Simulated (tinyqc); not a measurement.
Changing the pyrometer wavelength: rapid thermal processing of a wafer: radiative balance, ramp and cooling, pattern effects, pyrometer error and spike budget. Computed by tinyqc, a small Python program. Command: `OMP_NUM_THREADS=1 python tinyqc.py 3113759 3113760 out.jsonl rtp sweep`. One thread of a shared host (Intel(R) Xeon(R) Processor @ 2.30GHz), about 0.04 s of CPU time with the checks.

The wafer is opaque and uniform through its thickness unless said otherwise; temperatures in formulas are in kelvin (C + 273.15). sigma = 5.670374419e-12 W/(cm^2 K^4).

Inputs (values chosen for the exercise, modelled on a hot silicon wafer):

| quantity | value | unit |
|---|---|---|
| process temperature | 802 | C |
| starting temperature | 400 | C |
| error of the assumed emissivity | 6 | % |
| activation energy of the process E_a | 4 | eV |

Constants: h = 6.62607015e-34 J s; c = 299792458 m/s; k_B = 1.380649e-23 J/K; k_B = 8.617333262e-05 eV/K.

Method. Signal proportional to eps/(exp(c2/(lambda T)) - 1), c2 = h c/k_B. If the assumed emissivity is too high by the given error, the reading T' solves (1 + error)/(exp(c2/(lambda T')) - 1) = 1/(exp(c2/(lambda T)) - 1). Wien estimate: T' - T = -lambda T^2 ln(1 + error)/c2. Process rates go as exp(-E_a/(k_B T)).

One run for each value:

| pyrometer wavelength (micrometre) | reading less true temperature (K) | Wien estimate (K) | c2/(lambda T) | rate at T over rate at T', less 1 (%) |
|---|---|---|---|---|
| 0.6 | -2.802 | -2.809 | 22.304 | 11.94 |
| 0.9 | -4.197 | -4.213 | 14.869 | 18.43 |
| 1.3 | -6.051 | -6.086 | 10.294 | 27.68 |
| 2.0 | -9.271 | -9.363 | 6.691 | 45.58 |
| 3.0 | -13.710 | -14.044 | 4.461 | 74.65 |
| 6.7 | -26.543 | -31.366 | 1.997 | 198.28 |
| 10.0 | -33.705 | -46.815 | 1.338 | 304.41 |

Give the missing row, pyrometer wavelength (micrometre) = 4.5.

Computed row; columns: (1) pyrometer wavelength (micrometre); (2) reading less true temperature (K); (3) Wien estimate (K); (4) c2/(lambda T); (5) rate at T over rate at T', less 1 (%):
```
(1)      (2)      (3)    (4)     (5)
4.5  -19.653  -21.067  2.974  123.42
```

Interpolating between the two neighbouring rows (the first column on a logarithmic scale, the others too where they are positive) misses most in Wien estimate (K), by 8.2 %. Over the rows, reading less true temperature (K) falls from -2.80 to -33.7 (exponent d ln y / d ln x 1.00 between the first rows and 0.60 between the last); Wien estimate (K) falls from -2.81 to -46.8 (exponent d ln y / d ln x about 1.0 throughout); c2/(lambda T) falls from 22.3 to 1.34 (exponent d ln y / d ln x about -1.0 throughout). At the low end the exponent of reading less true temperature is 1.00, close to 1: the Wien limit.

Caution (rows 1.30, 2.00, 3.00, 4.50, 6.70, 10.0): below about 600 C lightly doped silicon is partly transparent at this wavelength, so its emissivity is not yet the hot value early in the ramp.
